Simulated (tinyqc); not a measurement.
# Changing the test frequency f

Model: admittance spectroscopy and thermally stimulated current of one trap level in a depletion layer. Computed by tinyqc, a small Python program. Command: `OMP_NUM_THREADS=1 python tinyqc.py 3111179 3111180 out.jsonl admit sweep`. One thread of a shared host (Intel(R) Xeon(R) Processor @ 2.30GHz), about 0.01 s of CPU time with the checks.

A Schottky junction on n-type material holds one donor-like electron trap; shallow donors are fully ionised and abrupt depletion edges are assumed.

Inputs (values chosen for the exercise, modelled on n-type GaAs):
```
quantity                         value    unit
dielectric constant eps           12.8       -
density-of-states mass m        0.0687     m_0
shallow doping N               3.5e+16  1/cm^3
trap density N_t               1.5e+15  1/cm^3
trap depth E_t below the band    0.405      eV
capture cross section sigma    1.5e-16    cm^2
band bending V_b                  0.97       V
```

Constants: k_B = 1.380649e-23 J/K; m_0 = 9.1093837015e-31 kg; h = 6.62607015e-34 J s; k_B = 8.617333262e-05 eV/K; eps_0 = 8.8541878128e-12 F/m; e = 1.602176634e-19 C.

Method:
- N_c = 2 (2 pi m k_B T/h^2)^(3/2), v_th = sqrt(3 k_B T/m), emission rate e_n = sigma v_th N_c exp(-E_t/(k_B T)).
- Where the level crosses the Fermi level capture equals emission, so the trap follows the signal with the rate 2 e_n; G/omega peaks at omega = 2 e_n (the correction for large N_t/N is left out).
- Solve 2 e_n(T_p) = 2 pi f.
- With E_c - E_F = k_B T_p ln(N_c/N): lambda = sqrt(2 eps eps_0 (E_t - (E_c - E_F))/(e^2 N)); traps are empty and charged for x < x_t = w - lambda, and V_b = e (N w^2 + N_t x_t^2)/(2 eps eps_0). High frequency: C_hf = eps eps_0/w. Low frequency: C_lf = eps eps_0 (N + N_t)/(N w + N_t x_t).

One run for each value; columns: (1) test frequency f (Hz); (2) peak temperature T_p (K); (3) step (C_lf - C_hf)/C_hf; (4) E_c - E_F = k_B T_p ln(N_c/N) (eV); (5) lambda (nm):
```
(1)          (2)       (3)      (4)     (5)
1.00e+01  259.76  0.025493  0.05242  119.38
7.00e+01  287.45  0.025147  0.06178  117.79
5.00e+02  321.71  0.024696  0.07382  115.70
4.00e+03  367.33  0.024054  0.09058  112.73
3.00e+04  424.57  0.023184  0.11265  108.71
2.00e+05  495.66  0.021999  0.14143  103.22
1.00e+06  575.23  0.020527  0.17520   96.38
```

Over the rows, peak temperature T_p (K) rises from 260 to 575 (exponent d ln y / d ln x 0.052 between the first rows and 0.093 between the last); step (C_lf - C_hf)/C_hf falls from 0.0255 to 0.0205 (exponent d ln y / d ln x -0.0070 between the first rows and -0.043 between the last); E_c - E_F = k_B T_p ln(N_c/N) (eV) rises from 0.0524 to 0.175 (exponent d ln y / d ln x 0.084 between the first rows and 0.13 between the last).  Left out: 1.00e7 (the peak lies above 700 K).

Extremes, crossings and ranges named in words are read from the listed rows.
